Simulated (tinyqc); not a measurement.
Worked calculation: Hubbard chain of 2 sites. One step of it, computed by the program tinyqc.

Problem. The many-body Hamiltonian. Basis: all placements (u, d, 2, 0 on each site), up operators ordered before down ones; hops carry the sign of the same-spin electrons passed.

one-body matrix (hopping and site energies) (eV):
```
           1          2
1   0.000000  -1.440000
2  -1.440000   0.000000
```

U = 11.500000 eV

electrons, up and down: 1  1

Give: H.

Solution.

H (eV), lower triangle:
```
         20       ud       du       02
20  11.5000
ud  -1.4400   0.0000
du  -1.4400   0.0000   0.0000
02   0.0000  -1.4400  -1.4400  11.5000
```
